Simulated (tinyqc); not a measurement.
# Hot electrons in a saturated n-channel MOSFET, lucky-electron model: effect of the drain voltage

Beyond pinch-off the lateral field grows as Esat cosh(y/l) over the velocity-saturated region (pseudo-two-dimensional model). Impact ionisation in this region gives the substrate current, which biases the body forward through Rsub. Currents are per width. Local-field laws: they overstate ionisation when the field peak is narrower than an energy relaxation length.

Cox = 3.9 eps0/tox, l = sqrt(3 tox xj), Esat = 2 vs/mu. Overdrive g = Vg - VT + kb Vb; Vdsat = g Esat L/(g + Esat L); Id = Cox vs (g - Vdsat); dV = Vd - Id Rd - Vdsat; Em = sqrt((dV/l)^2 + Esat^2); Isub = Id (Ai/Bi) l Em exp(-Bi/Em). Vb = Rsub Isub is solved self-consistently. Lifetime tau = (Hl/Id)(Isub/Id)^(-m); 1 year = 3.15576e7 s.

Inputs (values chosen for the exercise); values close to those of silicon n-channel devices:
```
symbol  value        unit                                   meaning
L         0.8          um                            channel length
tox        18          nm                           oxide thickness
xj        310          nm                            junction depth
VT        0.6           V                                 threshold
mu        270  cm^2/(V s)                        effective mobility
vs      9.3e6        cm/s                       saturation velocity
Ai        2e6        1/cm                      ionisation prefactor
Bi       1.63       MV/cm                          ionisation field
Rd          0      ohm um     resistance of the lightly doped drain
Rsub     4000      ohm um                      substrate resistance
kb       0.36              fall of VT per volt of forward body bias
m         3.3                                     lifetime exponent
Hl       1300     s uA/um                         lifetime constant
Vg        2.6           V                              gate voltage
```

Constants: eps0 = 8.8541878128e-14 F/cm where lengths are in cm. Results are converted to the units shown.

Results:
```
Vd (V)  Id (uA/um)  Em (MV/cm)  Isub (uA/um)   Isub/Id  tau (years)
2.4          95.01     0.09970      1.194e-5  1.257e-7     2.566e16
2.67         95.01      0.1157      1.327e-4  1.397e-6     9.082e12
2.94         95.01      0.1330      9.581e-4  1.008e-5     1.334e10
3.21         95.01      0.1513      0.004773  5.023e-5      6.665e7
3.49         95.01      0.1708       0.01850  1.947e-4      7.626e5
3.76         95.02      0.1901       0.05418  5.702e-4      2.198e4
4.3          95.05      0.2295        0.2850  0.002998        91.88
```

Estimate the missing row, Vd = 4.03 V.

Computed row:
```
Vd (V)  Id (uA/um)  Em (MV/cm)  Isub (uA/um)   Isub/Id  tau (years)
4.03         95.03      0.2097        0.1331  0.001401         1132
```

With this row back in the table: As Vd goes from 2.4 to 4.3 V, Em rises from 0.0997 to 0.229 MV/cm, Isub rises from 1.19e-5 to 0.285 uA/um and tau falls from 2.57e16 to 91.9 years. The slope of ln(tau) against 1/Vd is 189 V between the first two rows and 161 V between the last two. For Vd = 2.4 to 4.03 V tau is a far extrapolation that only says that hot carriers are no limit.

Numbers from tinyqc (`OMP_NUM_THREADS=1 python tinyqc.py 2550099 2550100 out.jsonl`; about 0.01 s on one thread of a shared Intel Xeon 2.30GHz).
